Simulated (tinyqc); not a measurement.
# Trench capacitor in an array: capacitance, non-linearity, leakage and relaxation: effects of single changes

A film between two metal electrodes, each interface adding a series capacitance ci. The small-signal permittivity is ek (1 + aq E^2); the field is found with the linear permittivity. Leakage J = J0 sinh(E/Ef). After a voltage step the film passes a relaxation current kr C V tt^(-nr), tt being the time in seconds. The sidewall is a coaxial capacitor with radii a = dm/2 - t and b = dm/2, depth AR dm; the end face is left out.

Parameters, values chosen for the exercise; permittivity of the order of that of zirconium oxide: relative permittivity of the film ek = 37.9; film thickness t = 17 nm; capacitance of each electrode interface (dead layer and screening) ci = 170 uF/cm^2; quadratic field coefficient of the permittivity aq = 0.0078 cm^2/MV^2; bias V = 1.2 V; exponent of the relaxation current nr = 0.993; strength of the relaxation kr = 0.0051; leakage prefactor J0 = 2.8e-11 A/cm^2; field for an e-fold rise of the leakage Ef = 0.49 MV/cm; diameter of the hole dm = 110 nm; pitch of the square array pt = 170 nm; resistivity of the inner electrode rho = 300 uohm cm; duration of the write pulse t0 = 2e-8 s.

Constants: eps0 = 8.8541878128e-14 F/cm where lengths are in cm. Results are converted to the units shown.

Each table varies one quantity; the others keep the values above.

## Capacitance, non-linearity and leakage against thickness

Planar film: Cf = eps0 ek/t, 1/C = 1/Cf + 2/ci, EOT = 3.9 eps0/C, effective permittivity C t/eps0, E = (V/t) C/Cf; quadratic coefficient [C(V)/C - 1]/V^2 with Cf (1 + aq E^2) in C(V).

Capacitance, non-linearity and leakage against thickness:
```
t (nm)  C (uF/cm^2)  EOT (nm)  effective permittivity  E (MV/cm)  quadratic coefficient (ppm/V^2)  J (A/cm^2)
3.1           9.602    0.3596                   33.62      3.434                          5.607e4    1.547e-8
4.5           6.856    0.5037                   34.84      2.452                          2.982e4    2.084e-9
6.5           4.867    0.7095                   35.73      1.740                          1.545e4   4.879e-10
9.4           3.426     1.008                   36.37      1.225                             7799   1.695e-10
14            2.331     1.481                   36.86     0.8336                             3661   7.418e-11
20            1.645     2.099                   37.17     0.5884                             1839   4.230e-11
29            1.142     3.025                   37.39     0.4082                            890.6   2.612e-11
41           0.8107     4.260                   37.54     0.2899                            450.9   1.755e-11
60           0.5556     6.215                   37.65     0.1987                            212.4   1.167e-11
```

C falls from 9.60 to 0.556 uF/cm^2 while the effective permittivity goes from 33.6 to 37.7 (ek = 37.9). EOT is a straight line in t with slope 3.9/ek = 0.103 and intercept 0.0406 nm. The quadratic coefficient goes as t^(-1.69) between the first two rows and t^(-1.98) between the last two (-2 without interfaces), and J falls by 3.12 decades. For t = 3.1 direct tunnelling, left out, would add to the leakage.

## Cell against the aspect ratio

Per length 1/c = ln(b/a)/(2 pi eps0 ek) + (1/a + 1/b)/(2 pi ci); cell capacitance c AR dm; per footprint over pt^2; fields c V/(2 pi eps0 ek r) at r = a and b; resistance of the inner electrode rho AR dm/(pi a^2); time constant R C/3 of the distributed line.

The same in every row: field at a (MV/cm) = 0.83425; field at b (MV/cm) = 0.57639.

Results:
```
AR   cell capacitance (fF)  per footprint (uF/cm^2)  R (kohm)  R C/3 (ps)
5                   3.0636                   10.601   0.36372     0.37143
20                  12.254                   42.403    1.4549      5.9429
30                  18.381                   63.604    2.1823      13.371
50                  30.636                   106.01    3.6372      37.143
70                  42.890                   148.41    5.0921      72.800
100                 61.272                   212.01    7.2744      148.57
```

Estimate the missing row, AR = 10.

Computed row:
```
AR  cell capacitance (fF)  per footprint (uF/cm^2)  R (kohm)  R C/3 (ps)
10                 6.1272                   21.201   0.72744      1.4857
```

With this row back in the table: As AR goes from 5 to 100, the cell capacitance rises from 3.06 to 61.3 fF, the capacitance per footprint rises from 10.6 to 212 uF/cm^2, the ratio of the two fields stays at 1.45 and R C/3 rises from 0.371 to 149 ps; the time constant goes as AR^(2.00) between the first two rows and AR^(2.00) between the last two.

## Charge lost after writing

Planar film: Cf = eps0 ek/t, 1/C = 1/Cf + 2/ci, EOT = 3.9 eps0/C, effective permittivity C t/eps0, E = (V/t) C/Cf. A capacitor written for t0 and then left open loses, as a share of C V, kr (tt^(1 - nr) - t0^(1 - nr))/(1 - nr) by relaxation and J tt/(C V) by leakage; both are taken as small, and rows far outside that range are left out.

The same in every row: leakage current (nA/cm^2) = 0.05380.

Results:
```
tt (s)  relaxation current (nA/cm^2)  loss by relaxation (%)  loss by leakage (%)  total loss (%)
1e-6                         1.072e7                   1.787             2.324e-9           1.787
1e-5                         1.089e6                   2.861             2.324e-8           2.861
0.0001                       1.107e5                   3.954             2.324e-7           3.954
0.001                        1.125e4                   5.063             2.324e-6           5.063
0.01                            1143                   6.191             2.324e-5           6.191
0.1                            116.2                   7.338             2.324e-4           7.338
10                             1.200                   9.686              0.02324           9.710
100                           0.1219                   10.89               0.2324           11.12
1000                         0.01239                   12.11                2.324           14.44
```

Estimate the missing row, tt = 1 s.

Computed row:
```
tt (s)  relaxation current (nA/cm^2)  loss by relaxation (%)  loss by leakage (%)  total loss (%)
1                              11.81                   8.503             0.002324           8.505
```

With this row back in the table: The two currents are equal at tt = 228 s. The loss by relaxation grows from 1.79 to 12.1 %, by 1.07 points over the first decade and 1.22 over the last, while the loss by leakage grows tenfold a decade. Relaxation is the larger loss in every row.

tinyqc, about 0.01 s, one thread, Intel Xeon 2.30GHz (shared host): `OMP_NUM_THREADS=1 python tinyqc.py 2102180 2102181 out.jsonl`
